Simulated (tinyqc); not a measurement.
## Density of surface states from the Kelvin-probe reading

Question. n-type bulk, xi = Ec - EF = Vt ln(Nc/Nd), p0 = ni^2/Nd, ni = sqrt(Nc Nv) exp(-Eg/(2 Vt)), Eg in volts. b is the upward band bending, u = b/Vt. Space charge per area, in units of q: Qc = sign(b) sqrt((2 eps0 eps_r Vt/q) [(Nd + dn)(exp(-u) - 1) + Nd u + (p0 + dn)(exp(u) - 1)]), with dn the excess density under light (flat quasi-Fermi levels; 0 in the dark). The states hold -Ds (E0 - xi - b): negative while the Fermi level lies above the neutrality level. Neutrality: Qc + Qf + (charge of the states) = 0. Work function chi + xi + b; contact potential difference CPD = (work function of the sample) - pt. Find b, Qc and Ds.

Inputs (values chosen for the exercise); band and dielectric values those of a made-up semiconductor: temperature T = 350 K; band gap Eg = 1.21 eV; relative permittivity eps_r = 9.07; conduction-band density of states at T Nc = 3.87e19 cm^-3; valence-band density of states at T Nv = 3.87e19 cm^-3; electron affinity chi = 3.15 eV; donor density Nd = 6.7e16 cm^-3; fixed positive charge at the surface Qf = 0 cm^-2; work function of the probe tip pt = 5.22 eV; depth of their neutrality level below the conduction edge E0 = 0.64 eV.

Constants: q = 1.602176634e-19 C, kB = 1.380649e-23 J/K, Vt = kB T/q, eps0 = 8.8541878128e-14 F/cm where lengths are in cm. Results are converted to the units shown.

CPD = -1708.4653 mV

Solution. The CPD gives b, b gives Qc, and neutrality gives Ds.

b = 0.1697 V
Qc = 3.063e11 cm^-2
Ds = 1.100e12 cm^-2 eV^-1

Computed by the program tinyqc: `OMP_NUM_THREADS=1 python tinyqc.py 2430112 2430113 out.jsonl`, one thread of a shared Intel Xeon 2.30GHz, about 0.01 s for the whole run.
